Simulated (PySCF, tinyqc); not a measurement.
Worked calculation: CIS on RHF in the 3-21g basis, for H3-, spin multiplicity 1. The basis has no diffuse functions, so it cannot describe the extra electron: this is an exercise in the method, not the real anion. The lowest restricted solution is unstable here: a spin-polarised one lies 0.0721 hartree lower (PySCF). Computed by tinyqc, a small Python program that keeps every step (integrals from PySCF). Settings: charge = -1, multiplicity = 1, basis = 3-21g, method = RHF, energy threshold = 1e-10, iteration cap = 88, orthogonalisation = symmetric, start = atomic densities, DIIS depth = 6. Command: `OMP_NUM_THREADS=1 python tinyqc.py 25942 25943 out.jsonl` (the two numbers bound the seeds that draw the settings). One thread of a shared host (Intel(R) Xeon(R) Processor @ 2.60GHz), about 0.07 s of CPU time with the checks. The early iterations of the SCF are left out here.

## One-electron integrals

Geometry (angstrom):
```
atom         x         y         z
H     0.000000  0.000000  0.000000
H     0.000000  0.000000  1.034000
H     0.000000  0.895000  0.517000
```

Basis 3-21g: exponents (1/bohr^2) and contraction coefficients of normalised primitives:
```
element  l (shell)  exponent  coefficient
H            s (1)  5.447178     0.156285
H            s (1)  0.824547     0.904691
H            s (2)  0.183192     1.000000
```

Overlap, kinetic and nuclear-attraction integrals over the contracted functions; the nuclear repulsion is the sum of Za Zb / Rab.

nuclear repulsion = 1.53573368 hartree

overlap S, order 1H 1s, 1H 2s, 2H 1s, 2H 2s, 3H 1s, 3H 2s:
$$\begin{pmatrix}
1.000000 & 0.645899 & 0.179790 & 0.362591 & 0.180022 & 0.362756 \\
0.645899 & 1.000000 & 0.362591 & 0.704888 & 0.362756 & 0.705083 \\
0.179790 & 0.362591 & 1.000000 & 0.645899 & 0.180022 & 0.362756 \\
0.362591 & 0.704888 & 0.645899 & 1.000000 & 0.362756 & 0.705083 \\
0.180022 & 0.362756 & 0.180022 & 0.362756 & 1.000000 & 0.645899 \\
0.362756 & 0.705083 & 0.362756 & 0.705083 & 0.645899 & 1.000000
\end{pmatrix}$$

kinetic energy T (hartree), order 1H 1s, 1H 2s, 2H 1s, 2H 2s, 3H 1s, 3H 2s:
$$\begin{pmatrix}
1.549405 & 0.293152 & -0.028431 & 0.101071 & -0.028277 & 0.101167 \\
0.293152 & 0.274788 & 0.101071 & 0.148536 & 0.101167 & 0.148613 \\
-0.028431 & 0.101071 & 1.549405 & 0.293152 & -0.028277 & 0.101167 \\
0.101071 & 0.148536 & 0.293152 & 0.274788 & 0.101167 & 0.148613 \\
-0.028277 & 0.101167 & -0.028277 & 0.101167 & 1.549405 & 0.293152 \\
0.101167 & 0.148613 & 0.101167 & 0.148613 & 0.293152 & 0.274788
\end{pmatrix}$$

nuclear attraction V (hartree), order 1H 1s, 1H 2s, 2H 1s, 2H 2s, 3H 1s, 3H 2s:
$$\begin{pmatrix}
-2.744348 & -1.440425 & -0.457696 & -0.839099 & -0.458348 & -0.839488 \\
-1.440425 & -1.610052 & -0.839099 & -1.216721 & -0.839543 & -1.217055 \\
-0.457696 & -0.839099 & -2.744348 & -1.440425 & -0.458348 & -0.839488 \\
-0.839099 & -1.216721 & -1.440425 & -1.610052 & -0.839543 & -1.217055 \\
-0.458348 & -0.839543 & -0.458348 & -0.839543 & -2.744548 & -1.440549 \\
-0.839488 & -1.217055 & -0.839488 & -1.217055 & -1.440549 & -1.610168
\end{pmatrix}$$

core Hamiltonian H = T + V (hartree), order 1H 1s, 1H 2s, 2H 1s, 2H 2s, 3H 1s, 3H 2s:
$$\begin{pmatrix}
-1.194943 & -1.147273 & -0.486126 & -0.738028 & -0.486626 & -0.738321 \\
-1.147273 & -1.335264 & -0.738028 & -1.068185 & -0.738376 & -1.068442 \\
-0.486126 & -0.738028 & -1.194943 & -1.147273 & -0.486626 & -0.738321 \\
-0.738028 & -1.068185 & -1.147273 & -1.335264 & -0.738376 & -1.068442 \\
-0.486626 & -0.738376 & -0.486626 & -0.738376 & -1.195144 & -1.147397 \\
-0.738321 & -1.068442 & -0.738321 & -1.068442 & -1.147397 & -1.335380
\end{pmatrix}$$

## Two-electron integrals

Functions are numbered as in S; the eight-fold symmetry (ij|kl) = (ji|kl) = (kl|ij) leaves the list below.

Two-electron integrals (ij|kl) in chemists' order, unique and non-zero (hartree):
```
(11|11) 1.140145   (21|11) 0.611403   (21|21) 0.345152   (22|11) 0.626370
(22|21) 0.380329   (22|22) 0.482957   (31|11) 0.150245   (31|21) 0.087661
(31|22) 0.101475   (31|31) 0.033238   (32|11) 0.210748   (32|21) 0.130721
(32|22) 0.171967   (32|31) 0.054348   (32|32) 0.108139   (33|11) 0.507400
(33|21) 0.322569   (33|22) 0.447595   (33|31) 0.150245   (33|32) 0.333478
(33|33) 1.140145   (41|11) 0.333478   (41|21) 0.189489   (41|22) 0.211104
(41|31) 0.054348   (41|32) 0.083162   (41|33) 0.210748   (41|41) 0.108139
(42|11) 0.401718   (42|21) 0.246521   (42|22) 0.321587   (42|31) 0.078357
(42|32) 0.144928   (42|33) 0.401718   (42|41) 0.144928   (42|42) 0.239966
(43|11) 0.322569   (43|21) 0.203709   (43|22) 0.281096   (43|31) 0.087661
(43|32) 0.189489   (43|33) 0.611403   (43|41) 0.130721   (43|42) 0.246521
(43|43) 0.345152   (44|11) 0.447595   (44|21) 0.281096   (44|22) 0.390530
(44|31) 0.101475   (44|32) 0.211104   (44|33) 0.626370   (44|41) 0.171967
(44|42) 0.321587   (44|43) 0.380329   (44|44) 0.482957   (51|11) 0.150467
(51|21) 0.087787   (51|22) 0.101613   (51|31) 0.026219   (51|32) 0.041076
(51|33) 0.103346   (51|41) 0.051112   (51|42) 0.071566   (51|43) 0.064742
(51|44) 0.086132   (51|51) 0.033325   (52|11) 0.210904   (52|21) 0.130813
(52|22) 0.172072   (52|31) 0.041049   (52|32) 0.073327   (52|33) 0.193200
(52|41) 0.077384   (52|42) 0.127201   (52|43) 0.121165   (52|44) 0.163939
(52|51) 0.054447   (52|52) 0.108237   (53|11) 0.103346   (53|21) 0.064742
(53|22) 0.086132   (53|31) 0.026219   (53|32) 0.051112   (53|33) 0.150467
(53|41) 0.041076   (53|42) 0.071566   (53|43) 0.087787   (53|44) 0.101613
(53|51) 0.026248   (53|52) 0.051131   (53|53) 0.033325   (54|11) 0.193200
(54|21) 0.121165   (54|22) 0.163939   (54|31) 0.041049   (54|32) 0.077384
(54|33) 0.210904   (54|41) 0.073327   (54|42) 0.127201   (54|43) 0.130813
(54|44) 0.172072   (54|51) 0.051131   (54|52) 0.106168   (54|53) 0.054447
(54|54) 0.108237   (55|11) 0.507588   (55|21) 0.322678   (55|22) 0.447695
(55|31) 0.103247   (55|32) 0.193135   (55|33) 0.507588   (55|41) 0.193135
(55|42) 0.339841   (55|43) 0.322678   (55|44) 0.447695   (55|51) 0.150467
(55|52) 0.333637   (55|53) 0.150467   (55|54) 0.333637   (55|55) 1.140145
(61|11) 0.333637   (61|21) 0.189579   (61|22) 0.211202   (61|31) 0.051063
(61|32) 0.077365   (61|33) 0.193153   (61|41) 0.106121   (61|42) 0.140894
(61|43) 0.121139   (61|44) 0.163916   (61|51) 0.054447   (61|52) 0.083252
(61|53) 0.041092   (61|54) 0.077412   (61|55) 0.210904   (61|61) 0.108237
(62|11) 0.401858   (62|21) 0.246604   (62|22) 0.321690   (62|31) 0.071493
(62|32) 0.127165   (62|33) 0.339873   (62|41) 0.140876   (62|42) 0.226756
(62|43) 0.212079   (62|44) 0.289302   (62|51) 0.078480   (62|52) 0.145038
(62|53) 0.071580   (62|54) 0.140935   (62|55) 0.401858   (62|61) 0.145038
(62|62) 0.240098   (63|11) 0.193153   (63|21) 0.121139   (63|22) 0.163916
(63|31) 0.051063   (63|32) 0.106121   (63|33) 0.333637   (63|41) 0.077365
(63|42) 0.140894   (63|43) 0.189579   (63|44) 0.211202   (63|51) 0.041092
(63|52) 0.077412   (63|53) 0.054447   (63|54) 0.083252   (63|55) 0.210904
(63|61) 0.073342   (63|62) 0.127219   (63|63) 0.108237   (64|11) 0.339873
(64|21) 0.212079   (64|22) 0.289302   (64|31) 0.071493   (64|32) 0.140876
(64|33) 0.401858   (64|41) 0.127165   (64|42) 0.226756   (64|43) 0.246604
(64|44) 0.321690   (64|51) 0.071580   (64|52) 0.140935   (64|53) 0.078480
(64|54) 0.145038   (64|55) 0.401858   (64|61) 0.127219   (64|62) 0.226808
(64|63) 0.145038   (64|64) 0.240098   (65|11) 0.322678   (65|21) 0.203772
(65|22) 0.281153   (65|31) 0.064677   (65|32) 0.121122   (65|33) 0.322678
(65|41) 0.121122   (65|42) 0.212056   (65|43) 0.203772   (65|44) 0.281153
(65|51) 0.087787   (65|52) 0.189579   (65|53) 0.087787   (65|54) 0.189579
(65|55) 0.611403   (65|61) 0.130813   (65|62) 0.246604   (65|63) 0.130813
(65|64) 0.246604   (65|65) 0.345152   (66|11) 0.447695   (66|21) 0.281153
(66|22) 0.390589   (66|31) 0.086036   (66|32) 0.163876   (66|33) 0.447695
(66|41) 0.163876   (66|42) 0.289257   (66|43) 0.281153   (66|44) 0.390589
(66|51) 0.101613   (66|52) 0.211202   (66|53) 0.101613   (66|54) 0.211202
(66|55) 0.626370   (66|61) 0.172072   (66|62) 0.321690   (66|63) 0.172072
(66|64) 0.321690   (66|65) 0.380329   (66|66) 0.482957
```

## Orthogonalisation

S = U s U^T; symmetric (Loewdin) form X = U s^(-1/2) U^T, so that X^T S X = 1.

eigenvalues of S: [0.171297, 0.171402, 0.416574, 0.943456, 0.943919, 3.353352]

X, order 1H 1s, 1H 2s, 2H 1s, 2H 2s, 3H 1s, 3H 2s:
$$\begin{pmatrix}
1.243253 & -0.495055 & -0.007997 & 0.013288 & -0.008114 & 0.013283 \\
-0.495055 & 1.751902 & 0.013288 & -0.441539 & 0.013310 & -0.441987 \\
-0.007997 & 0.013288 & 1.243253 & -0.495055 & -0.008114 & 0.013283 \\
0.013288 & -0.441539 & -0.495055 & 1.751902 & 0.013310 & -0.441987 \\
-0.008114 & 0.013310 & -0.008114 & 0.013310 & 1.243258 & -0.495069 \\
0.013283 & -0.441987 & 0.013283 & -0.441987 & -0.495069 & 1.752265
\end{pmatrix}$$

## Starting guess

The start is atomic minimal-basis densities projected into this basis (PySCF's MINAO start) and scaled to the electron count of each spin; this density is not idempotent, so its energy is not variational and may lie below the converged one.

D at the start, order 1H 1s, 1H 2s, 2H 1s, 2H 2s, 3H 1s, 3H 2s:
$$\begin{pmatrix}
0.274587 & 0.380081 & -0.013983 & 0.000642 & -0.013981 & 0.000638 \\
0.380081 & 0.529189 & 0.000642 & 0.030270 & 0.000645 & 0.030262 \\
-0.013983 & 0.000642 & 0.274587 & 0.380081 & -0.013981 & 0.000638 \\
0.000642 & 0.030270 & 0.380081 & 0.529189 & 0.000645 & 0.030262 \\
-0.013981 & 0.000645 & -0.013981 & 0.000645 & 0.274590 & 0.380079 \\
0.000638 & 0.030262 & 0.000638 & 0.030262 & 0.380079 & 0.529176
\end{pmatrix}$$

## Iteration 8 (converged): orbitals

converged F (hartree), order 1H 1s, 1H 2s, 2H 1s, 2H 2s, 3H 1s, 3H 2s:
$$\begin{pmatrix}
0.540420 & -0.242717 & -0.201641 & -0.209313 & -0.308649 & -0.278823 \\
-0.242717 & -0.080758 & -0.209313 & -0.150098 & -0.305640 & -0.213350 \\
-0.201641 & -0.209313 & 0.540420 & -0.242717 & -0.308649 & -0.278823 \\
-0.209313 & -0.150098 & -0.242717 & -0.080758 & -0.305640 & -0.213350 \\
-0.308649 & -0.305640 & -0.308649 & -0.305640 & 0.487773 & -0.255001 \\
-0.278823 & -0.213350 & -0.278823 & -0.213350 & -0.255001 & -0.101358
\end{pmatrix}$$

Diagonalise F' = X^T F X, C = X C', fill 2 alpha and 2 beta electrons from the bottom; D = 2 C_occ C_occ^T. Each column has its largest component positive (the first on a tie).

F' = X^T F X (hartree):
$$\begin{pmatrix}
1.109230 & -0.667663 & -0.112974 & -0.018037 & -0.191907 & -0.096281 \\
-0.667663 & 0.531382 & -0.018037 & -0.068478 & -0.107983 & -0.165478 \\
-0.112974 & -0.018037 & 1.109230 & -0.667663 & -0.191907 & -0.096281 \\
-0.018037 & -0.068478 & -0.667663 & 0.531382 & -0.107983 & -0.165478 \\
-0.191907 & -0.107983 & -0.191907 & -0.107983 & 1.036535 & -0.595548 \\
-0.096281 & -0.165478 & -0.096281 & -0.165478 & -0.595548 & 0.546885
\end{pmatrix}$$

orbital energies (hartree): MO1 -0.319987, MO2 0.190726, MO3 0.454001, MO4 1.327407, MO5 1.581160, MO6 1.631338

coefficients C, order 1H 1s, 1H 2s, 2H 1s, 2H 2s, 3H 1s, 3H 2s:
$$\begin{pmatrix}
0.189569 & 0.167350 & -0.091120 & 0.590227 & 0.697577 & -0.940220 \\
0.206301 & 1.120845 & -0.683758 & -0.360258 & -0.728171 & 1.130710 \\
0.189569 & -0.167350 & -0.091120 & 0.590227 & 0.697577 & 0.940220 \\
0.206301 & -1.120845 & -0.683758 & -0.360258 & -0.728171 & -1.130710 \\
0.233243 & 0.000000 & 0.148913 & 0.953167 & -0.897867 & 0.000000 \\
0.310628 & 0.000000 & 1.312123 & -0.790723 & 1.123915 & 0.000000
\end{pmatrix}$$

D after iteration 8, order 1H 1s, 1H 2s, 2H 1s, 2H 2s, 3H 1s, 3H 2s:
$$\begin{pmatrix}
0.127885 & 0.453364 & 0.015861 & -0.296931 & 0.088431 & 0.117771 \\
0.453364 & 2.597706 & -0.296931 & -2.427466 & 0.096236 & 0.128166 \\
0.015861 & -0.296931 & 0.127885 & 0.453364 & 0.088431 & 0.117771 \\
-0.296931 & -2.427466 & 0.453364 & 2.597706 & 0.096236 & 0.128166 \\
0.088431 & 0.096236 & 0.088431 & 0.096236 & 0.108804 & 0.144904 \\
0.117771 & 0.128166 & 0.117771 & 0.128166 & 0.144904 & 0.192980
\end{pmatrix}$$

## Convergence

Stop when the energy changes by less than 1e-10 hartree and every element of the error matrix X^T (F D S - S D F) X is below 3e-06.

Course of the cycle:
```
iteration  E (hartree)     change  largest element of the error matrix
1          -1.49453358          -                             1.44e-01
2          -1.25697803   2.38e-01                             6.62e-02
3          -1.26672521  -9.75e-03                             1.86e-02
4          -1.26776221  -1.04e-03                             1.29e-03
5          -1.26776777  -5.56e-06                             9.88e-05
6          -1.26776781  -3.97e-08                             7.74e-06
7          -1.26776781  -1.22e-10                             2.97e-07
8          -1.26776781  -2.20e-13                             4.62e-10
```

PySCF RHF in the same basis = -1.26776781 hartree

Converged in 8 iterations.

## Populations, bond orders and dipole

Mulliken: Z minus the diagonal of D S on the atom; Loewdin: the same with S^(1/2) D S^(1/2); Mayer order: 2 sum_s sum (D(s) S)_ij (D(s) S)_ji over the two atoms.

Charges (e):
```
atom   Mulliken    Loewdin
1H    -0.571595  -0.599746
2H    -0.571595  -0.599746
3H     0.143191   0.199491
```

Mayer bond orders:
```
pair      order
2-1   -0.048873
3-1    0.489748
3-2    0.489748
```

dipole moment about the origin, x y z (debye): [0.000000, 0.659233, -2.483257]

## Integrals over molecular orbitals

(pq|rs) = sum C_ip C_jq C_kr C_ls (ij|kl), one index at a time.

one-electron integrals over orbitals h = C^T H C (hartree):
$$\begin{pmatrix}
-1.656424 & 0.000000 & 0.039025 & -0.224173 & -0.056386 & 0.000000 \\
0.000000 & -1.017816 & 0.000000 & 0.000000 & 0.000000 & 0.253774 \\
0.039025 & 0.000000 & -1.004523 & -0.043923 & 0.275190 & 0.000000 \\
-0.224173 & 0.000000 & -0.043923 & -0.302813 & -0.025621 & 0.000000 \\
-0.056386 & 0.000000 & 0.275190 & -0.025621 & -0.218433 & 0.000000 \\
0.000000 & 0.253774 & 0.000000 & 0.000000 & 0.000000 & -0.195831
\end{pmatrix}$$

Two-electron integrals over orbitals (pq|rs), unique and non-zero (hartree):
```
(11|11) 0.556269    (21|21) 0.087848    (22|11) 0.434008    (22|22) 0.428375
(31|11) 0.009332    (31|22) -0.047354   (31|31) 0.096398    (32|21) -0.046351
(32|32) 0.041498    (33|11) 0.439182    (33|22) 0.359028    (33|31) 0.028235
(33|33) 0.409805    (41|11) 0.116425    (41|22) 0.051174    (41|31) 0.012944
(41|33) 0.060770    (41|41) 0.077403    (42|21) -0.005400   (42|32) 0.002572
(42|42) 0.024077    (43|11) 0.020250    (43|22) 0.009470    (43|31) 0.003216
(43|33) 0.010394    (43|41) 0.020339    (43|43) 0.036521    (44|11) 0.489042
(44|22) 0.376808    (44|31) 0.041225    (44|33) 0.408562    (44|41) 0.100349
(44|43) 0.025046    (44|44) 0.468244    (51|11) 0.006715    (51|22) 0.040931
(51|31) -0.063792   (51|33) -0.013142   (51|41) -0.010502   (51|43) -0.036919
(51|44) -0.027286   (51|51) 0.083942    (52|21) 0.032190    (52|32) -0.014438
(52|42) 0.016253    (52|52) 0.032540    (53|11) -0.119352   (53|22) -0.057358
(53|31) -0.021680   (53|33) -0.066544   (53|41) -0.066913   (53|43) -0.017228
(53|44) -0.104639   (53|51) 0.013484    (53|53) 0.070689    (54|11) -0.027726
(54|22) 0.043412    (54|31) -0.102161   (54|33) -0.040950   (54|41) -0.032324
(54|43) -0.026263   (54|44) -0.070392   (54|51) 0.093527    (54|53) 0.038047
(54|54) 0.141524    (55|11) 0.541780    (55|22) 0.416258    (55|31) 0.021110
(55|33) 0.440607    (55|41) 0.137050    (55|43) 0.034862    (55|44) 0.503063
(55|51) -0.013545   (55|53) -0.133179   (55|54) -0.055024   (55|55) 0.573820
(61|21) -0.054035   (61|32) 0.031537    (61|42) -0.024561   (61|52) -0.043445
(61|61) 0.069848    (62|11) -0.114249   (62|22) -0.079311   (62|31) 0.033128
(62|33) -0.058225   (62|41) -0.053130   (62|43) 0.009020    (62|44) -0.074808
(62|51) -0.048547   (62|53) 0.047228    (62|54) -0.038243   (62|55) -0.115935
(62|62) 0.087146    (63|21) 0.031294    (63|32) -0.013444   (63|42) 0.012264
(63|52) 0.027075    (63|61) -0.037513   (63|63) 0.025933    (64|21) -0.074601
(64|32) 0.040316    (64|42) -0.003857   (64|52) -0.036947   (64|61) 0.060157
(64|63) -0.034444   (64|64) 0.078214    (65|21) -0.088633   (65|32) 0.055354
(65|42) -0.017041   (65|52) -0.052071   (65|61) 0.086724    (65|63) -0.046576
(65|64) 0.095848    (65|65) 0.128993    (66|11) 0.520015    (66|22) 0.472067
(66|31) -0.076445   (66|33) 0.395394    (66|41) 0.105721    (66|43) -0.006709
(66|44) 0.436473    (66|51) 0.095088    (66|53) -0.100947   (66|54) 0.089000
(66|55) 0.517596    (66|62) -0.162262   (66|66) 0.628033
```

## CIS matrix, singlets

A(ia,jb) = (e_a - e_i) d_ij d_ab + 2 (ia|jb) - (ij|ab).

CIS matrix A, singlet (hartree), order 1>3, 1>4, 1>5, 1>6, 2>3, 2>4, 2>5, 2>6:
$$\begin{pmatrix}
0.527602 & 0.005638 & -0.008232 & 0.000000 & 0.000000 & 0.000000 & 0.000000 & 0.034963 \\
0.005638 & 1.313159 & 0.006723 & 0.000000 & 0.000000 & 0.000000 & 0.000000 & -0.031658 \\
-0.008232 & 0.006723 & 1.527252 & 0.000000 & 0.000000 & 0.000000 & 0.000000 & -0.008461 \\
0.000000 & 0.000000 & 0.000000 & 1.571007 & 0.031781 & 0.025479 & 0.001743 & 0.000000 \\
0.000000 & 0.000000 & 0.000000 & 0.031781 & -0.012756 & -0.004325 & 0.028483 & 0.000000 \\
0.000000 & 0.000000 & 0.000000 & 0.025479 & -0.004325 & 0.808027 & -0.010905 & 0.000000 \\
0.000000 & 0.000000 & 0.000000 & 0.001743 & 0.028483 & -0.010905 & 1.039256 & 0.000000 \\
0.034963 & -0.031658 & -0.008461 & 0.000000 & 0.000000 & 0.000000 & 0.000000 & 1.142838
\end{pmatrix}$$

## CIS singlet states

dipole integrals <i|r|a> (bohr), order 1>3, 1>4, 1>5, 1>6, 2>3, 2>4, 2>5, 2>6:
$$\begin{pmatrix}
0.000000 & 1.121524 & 0.000000 \\
0.000000 & -0.027296 & 0.000000 \\
0.000000 & -0.044840 & 0.000000 \\
0.000000 & 0.000000 & -0.010388 \\
0.000000 & 0.000000 & 0.639683 \\
0.000000 & 0.000000 & 0.697146 \\
0.000000 & 0.000000 & 0.123416 \\
0.000000 & 0.000000 & 0.000000
\end{pmatrix}$$

Diagonalise A (1 hartree = 27.211386 eV); each vector has its largest component positive (the first on a tie). The transition dipole is mu = sqrt2 sum c_ia <i|r|a>.

singlet excitation energies (eV): [-0.386046, 14.299319, 21.950894, 28.314682, 30.995004, 35.879264, 41.572942, 42.789763]

lowest vectors, order 1>3, 1>4, 1>5, 1>6, 2>3, 2>4, 2>5, 2>6:
$$\begin{pmatrix}
0.000000 & 0.998303 & 0.000000 & 0.000000 & 0.057539 & -0.000339 \\
0.000000 & -0.009500 & 0.000000 & 0.000000 & 0.176026 & 0.983723 \\
0.000000 & 0.007787 & 0.000000 & 0.000000 & 0.019586 & -0.038811 \\
-0.020096 & 0.000000 & -0.033184 & -0.002619 & 0.000000 & 0.000000 \\
0.999420 & 0.000000 & -0.004900 & 0.027117 & 0.000000 & 0.000000 \\
0.005523 & 0.000000 & 0.998300 & -0.047622 & 0.000000 & 0.000000 \\
-0.026931 & 0.000000 & 0.047659 & 0.998494 & 0.000000 & 0.000000 \\
0.000000 & -0.056918 & 0.000000 & 0.000000 & 0.982507 & -0.175450
\end{pmatrix}$$

oscillator strengths 2/3 w |mu|^2: [-0.007749, 0.878164, 0.525607, 0.016004, 0.005260, 0.001142]

A negative triplet energy shows that the restricted solution is unstable towards a spin-polarised one.

## CIS matrix, triplets

A(ia,jb) = (e_a - e_i) d_ij d_ab - (ij|ab).

CIS matrix A, triplet (hartree), order 1>3, 1>4, 1>5, 1>6, 2>3, 2>4, 2>5, 2>6:
$$\begin{pmatrix}
0.334806 & -0.020250 & 0.119352 & 0.000000 & 0.000000 & 0.000000 & 0.000000 & -0.031294 \\
-0.020250 & 1.158352 & 0.027726 & 0.000000 & 0.000000 & 0.000000 & 0.000000 & 0.074601 \\
0.119352 & 0.027726 & 1.359368 & 0.000000 & 0.000000 & 0.000000 & 0.000000 & 0.088633 \\
0.000000 & 0.000000 & 0.000000 & 1.431310 & -0.031294 & 0.074601 & 0.088633 & 0.000000 \\
0.000000 & 0.000000 & 0.000000 & -0.031294 & -0.095753 & -0.009470 & 0.057358 & 0.000000 \\
0.000000 & 0.000000 & 0.000000 & 0.074601 & -0.009470 & 0.759873 & -0.043412 & 0.000000 \\
0.000000 & 0.000000 & 0.000000 & 0.088633 & 0.057358 & -0.043412 & 0.974176 & 0.000000 \\
-0.031294 & 0.074601 & 0.088633 & 0.000000 & 0.000000 & 0.000000 & 0.000000 & 0.968546
\end{pmatrix}$$

## CIS triplet states

Diagonalise A (1 hartree = 27.211386 eV); each vector has its largest component positive (the first on a tie).

triplet excitation energies (eV): [-2.713020, 8.654052, 20.118976, 25.375579, 26.545864, 31.933108, 38.013927, 39.576413]

lowest vectors, order 1>3, 1>4, 1>5, 1>6, 2>3, 2>4, 2>5, 2>6:
$$\begin{pmatrix}
0.000000 & 0.990700 & 0.000000 & -0.070264 & 0.000000 & -0.063688 \\
0.000000 & 0.022364 & 0.000000 & -0.297437 & 0.000000 & 0.938929 \\
0.000000 & -0.119366 & 0.000000 & -0.156074 & 0.000000 & -0.221173 \\
0.023285 & 0.000000 & -0.132568 & 0.000000 & -0.142228 & 0.000000 \\
0.998196 & 0.000000 & 0.009555 & 0.000000 & 0.057578 & 0.000000 \\
0.006199 & 0.000000 & 0.964992 & 0.000000 & -0.244450 & 0.000000 \\
-0.054987 & 0.000000 & 0.226109 & 0.000000 & 0.957445 & 0.000000 \\
0.000000 & 0.061358 & 0.000000 & 0.939274 & 0.000000 & 0.255812
\end{pmatrix}$$

A negative triplet energy shows that the restricted solution is unstable towards a spin-polarised one.
